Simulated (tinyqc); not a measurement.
Inside a calculation. Method: tight binding, kagome lattice. Computed by tinyqc, a small Python program that keeps every step. Settings: t1 = 1.21, t2 = 1.21, delta = 0, bands filled = 1. Command: `OMP_NUM_THREADS=1 python tinyqc.py 30090 30091 out.jsonl` (the two numbers bound the seeds that draw the settings). One thread of a shared host (Intel(R) Xeon(R) Processor @ 2.60GHz), about 0.01 s of CPU time with the checks.

## Bloch Hamiltonian at k

Parameters chosen for this model:

| parameter | value | unit |
|---|---|---|
| t1 | 1.210000 | eV, up triangles |
| t2 | 1.210000 | eV, down triangles |
| delta | 0 | eV on site C |

k point k (fractions of the reciprocal vectors): 0.460000  0.120000

H_AB = -t1 - t2 exp(-i k.a1), H_AC = -t1 - t2 exp(-i k.a2), H_BC = -t1 - t2 exp(i k.(a1 - a2)), H_CC = delta.

H(k) at k (eV), lower triangle (Hermitian):
```
                     A                    B         C
A             0.000000
B  -0.038014-0.300915i             0.000000
C  -2.092052-0.828302i  -0.561650+1.021637i  0.000000
```

## Levels at k

Diagonalise the Hermitian matrix.

eigenvalues (eV): -2.666589  0.246589  2.420000

weights |c|^2 of the basis functions:
```
     band 1    band 2    band 3
A  0.388139  0.205067  0.406794
B  0.138204  0.790008  0.071788
C  0.473656  0.004926  0.521418
```

## Bloch Hamiltonian at K

k point K (fractions of the reciprocal vectors): 0.333333  0.666667

As before.

H(k) at K (eV), lower triangle (Hermitian):
```
                     A                    B         C
A             0.000000
B  -0.605000-1.047891i             0.000000
C  -0.605000+1.047891i  -0.605000-1.047891i  0.000000
```

## Levels at K

As before.

eigenvalues (eV): -1.210000  -1.210000  2.420000

## Bands along a path

The same steps at evenly spaced points between the labelled ones.

Bands along the path (eV):

| k | band 1 | band 2 | band 3 |
|---|---|---|---|
| G | -4.840000 | 2.420000 | 2.420000 |
| G-K 0.33 | -4.273828 | 1.853828 | 2.420000 |
| G-K 0.67 | -2.840229 | 0.420229 | 2.420000 |
| K | -1.210000 | -1.210000 | 2.420000 |
| K-M 0.33 | -1.853828 | -0.566172 | 2.420000 |
| K-M 0.67 | -2.274056 | -0.145944 | 2.420000 |
| M | -2.420000 | 0 | 2.420000 |
| M-K' 0.33 | -2.274056 | -0.145944 | 2.420000 |
| M-K' 0.67 | -1.853828 | -0.566172 | 2.420000 |
| K' | -1.210000 | -1.210000 | 2.420000 |

With 1 band(s) filled, the highest filled level on these points lies at K and the lowest empty one at K: the bands touch or overlap, so there is no gap.
